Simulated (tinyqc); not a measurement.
# Changing the hopping t

Model: Holstein polaron on two sites. Computed by tinyqc, a small Python program. Command: `OMP_NUM_THREADS=1 python tinyqc.py 3006273 3006274 out.jsonl holstein sweep`. One thread of a shared host (Intel(R) Xeon(R) Processor @ 2.30GHz), about 0.02 s of CPU time with the checks.

One electron on sites 1 and 2: H = -t (c1+ c2 + c2+ c1) + hbar omega sum_i b_i+ b_i - g hbar omega sum_i n_i (b_i + b_i+). The symmetric phonon shifts the energy by -g^2 hbar omega/2 and drops out; with b = (b_1 - b_2)/sqrt(2) there remains H = -t sigma_x + hbar omega b+ b - (g hbar omega/sqrt(2)) sigma_z (b + b+). Parity splits it into blocks p = +1 and -1 over phonon numbers n. Zero-point energies are left out. Weights Z refer to mode b alone; the displaced symmetric mode multiplies the full zero-phonon weight by exp(-g^2/2).

Inputs (values chosen for the exercise, for a model dimer): phonon energy hbar omega = 115 meV; coupling g = 2.04.

Method. Block p: H_nn = n hbar omega - p t (-1)^n - g^2 hbar omega/2, H_(n,n+1) = -(g hbar omega/sqrt(2)) sqrt(n + 1). Use 60 levels in both blocks; Z = c_0^2 is the weight of n = 0 in the ground state c; the splitting is the lowest odd level less the lowest even one, which without coupling is the smaller of 2t and hbar omega; <sigma_x> = sum (-1)^n c_n^2 measures the kinetic energy.

One run for each value:
```
hopping t (meV)  splitting/(2t)  weight Z of n = 0 in mode b  <sigma_x>  mean phonon number in b
5.8                     0.01559                       0.1288     0.0297                    2.074
11.0                    0.01562                       0.1326     0.0425                    2.067
20.0                    0.01571                       0.1396     0.0647                    2.052
39.0                    0.01609                       0.1562     0.1122                    2.014
73.0                    0.01737                       0.1935     0.1993                    1.914
140.0                   0.02237                       0.3048     0.3792                    1.596
260.0                   0.03777                       0.6036     0.6850                    0.817
490.0                   0.05372                       0.9002     0.9199                    0.175
920.0                   0.04454                       0.9779     0.9808                    0.036
```

What does the table show, and why?

Over the rows, splitting/(2t) goes from 0.0156 through a maximum among these rows, 0.0537 at 490, to 0.0445; weight Z of n = 0 in mode b rises from 0.129 to 0.978 (exponent d ln y / d ln x 0.045 between the first rows and 0.13 between the last); <sigma_x> rises from 0.0297 to 0.981 (exponent d ln y / d ln x 0.56 between the first rows and 0.10 between the last). For t much below hbar omega the ratio tends to exp(-g^2) = 0.0156; the first row has 0.0156.

Caution (rows 490, 920): with hbar omega below 2t the lowest odd level starts as a one-phonon state, so the splitting here is a softened phonon and not a narrowed hopping.

Extremes, crossings and ranges named in words are read from the listed rows.
